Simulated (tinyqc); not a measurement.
Finnis-Sinclair potential for a bcc metal: fit to cohesion and elasticity, then vacancy, surfaces and structure: one step, computed by the program tinyqc.

E = (1/2) sum V(r) - A sqrt(rho), rho = sum phi(r), phi = (r - d)^2 for r < d, V = (r - c)^2 (c0 + c1 r + c2 r^2) for r < c. In bcc the 8 first neighbours lie at sqrt(3) a/2 and the 6 second at a; both cut-offs lie below the third shell; Omega = a^3/2; E is per atom and z the number of atoms in a shell. The four constants A, c0, c1, c2 are fitted to E_c, zero pressure, B and C12 - C44 alone, so C44 and C11 - C12 are not matched singly; defects are unrelaxed.

Task: Three linear equations for c0, c1, c2. With v_k = (r - c)^2 r^k the rows are (1/2) sum z v_k, (1/2) sum z r v_k' and (1/2) sum z r^2 v_k''. With rho1 = sum z r phi' and rho2 = sum z r^2 phi'' the right-hand sides are: -E_c + A sqrt(rho) (cohesion); A rho1/(2 sqrt(rho)) (zero pressure); 9 B Omega + A [rho2/(2 sqrt(rho)) - rho1^2/(4 rho^(3/2))] with B = (C11 + 2 C12)/3.

Inputs (values chosen for the exercise, modelled on niobium): lattice constant a = 3.3 angstrom; cohesive energy E_c = 7.66 eV; target C11 = 252 GPa; target C12 = 138 GPa; pair cut-off c/a = 1.268.

rho = 12.24671 angstrom^2

A = 3.252924 eV/angstrom

rho1 = -76.24994 angstrom^2

rho2 = 261.36 angstrom^2

Constants: 1 eV/angstrom^3 = 160.2176634 GPa.

Give: matrix; right-hand side.

Result:

matrix, rows cohesion, pressure, bulk modulus, columns c0, c1, c2:
$$\begin{pmatrix}
9.39 & 27.86 & 83.04 \\
-47.84 & -116.60 & -272.32 \\
130.68 & 113.43 & -342.31
\end{pmatrix}$$

right-hand side (eV): [3.72, -35.44, 188.80]
